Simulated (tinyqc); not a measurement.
# Zener tunnelling in a reverse-biased junction, two-band WKB: current against reverse bias

Abrupt p-n junction, depletion approximation. Energies E are counted from the conduction-band edge of the neutral n side; its Fermi level lies at dn, that of the p side at dn - V, and the valence-band edge of the neutral p side at Em = dn + dp - V. Tunnelling needs 0 < E < Em. Two-band dispersion with equal masses m: inside the gap kappa = sqrt(m u (1 - u/Eg)/C), u the distance from a band edge, C = hbar^2/(2 m0).

Nd = Nc F12(dn/Vt), Na = Nv F12(dp/Vt), F12(x) = (2/sqrt(pi)) int_0^infinity sqrt(u)/(1 + exp(u - x)) du; dn = EF - Ec on the n side, dp = Ev - EF on the p side (negative outside the bands); Vbi = Eg + dn + dp. W = sqrt(2 eps0 eps_r (Vbi - V)(1/Na + 1/Nd)/q), mean field F = (Vbi - V)/W, peak field 2 F. In a uniform field F the exponent is S = pi sqrt(m/C) Eg^1.5/(4 F). Transverse energy Et = C kt^2/m raises it to S (1 + 4 Et/Eg), so T = exp(-S) exp(-Et/Eb) with Eb = Eg/(4 S). KJ = (2 q^2/h) m/(4 pi C) (times 1e14 for A/cm^2 per eV^2). J = KJ exp(-S) Eb times the integral from 0 to Em of [f(E - dn) - f(E - dn + V)] [1 - exp(-min(E, Em - E)/Eb)] dE, f(x) = 1/(1 + exp(x/Vt)), with S and Eb from the mean field; J > 0 flows from p to n.

Inputs (values chosen for the exercise); band and dielectric values close to those of indium arsenide:
- T = 300 K (temperature)
- Eg = 0.356 eV (band gap)
- eps_r = 14.9 (relative permittivity)
- Nc = 8.66e16 cm^-3 (conduction-band density of states at 300 K)
- Nv = 6.57e18 cm^-3 (valence-band density of states at 300 K)
- m = 0.025 m0 (band-edge mass of the two-band model)
- Na = 3.7e19 cm^-3 (acceptor density)
- Nd = 3.4e18 cm^-3 (donor density)

Constants: q = 1.602176634e-19 C, kB = 1.380649e-23 J/K, hbar = 1.054571817e-34 J s, h = 6.62607015e-34 J s, m0 = 9.1093837015e-31 kg, Vt = kB T/q, eps0 = 8.8541878128e-14 F/cm where lengths are in cm, hbar^2/(2 m0) = 0.0380998212 eV nm^2. Results are converted to the units shown.

Results:

| V (V) | mean field (MV/cm) | S | J (A/cm^2) |
|---|---|---|---|
| -0.1 | 0.4144 | 3.261 | -4.087e4 |
| -0.6 | 0.5160 | 2.619 | -5.957e5 |
| -1.6 | 0.6748 | 2.003 | -3.860e6 |
| -2.1 | 0.7415 | 1.822 | -6.670e6 |
| -2.6 | 0.8028 | 1.683 | -1.028e7 |
| -3.1 | 0.8596 | 1.572 | -1.467e7 |
| -3.6 | 0.9130 | 1.480 | -1.983e7 |
| -4.1 | 0.9633 | 1.403 | -2.576e7 |

Estimate the missing row, V = -1.1 V.

Computed row:

| V (V) | mean field (MV/cm) | S | J (A/cm^2) |
|---|---|---|---|
| -1.1 | 0.6007 | 2.250 | -1.843e6 |

With this row back in the table: |J| grows from 40900 to 2.58e7 A/cm^2, a factor of 630. Of that, exp(-S) gives 6.41 (S falls from 3.26 to 1.40 as the field grows with the square root of Vbi - V); the rest, 98.3, comes from the wider energy window and from Eb. Where S is below about 4, a WKB prefactor of 1 is a rough guess.

Range of the model: Parabolic densities of states, no band tails and no gap narrowing, all of which matter at such doping.

tinyqc, about 0.01 s, one thread, Intel Xeon 2.30GHz (shared host): `OMP_NUM_THREADS=1 python tinyqc.py 2620081 2620082 out.jsonl`
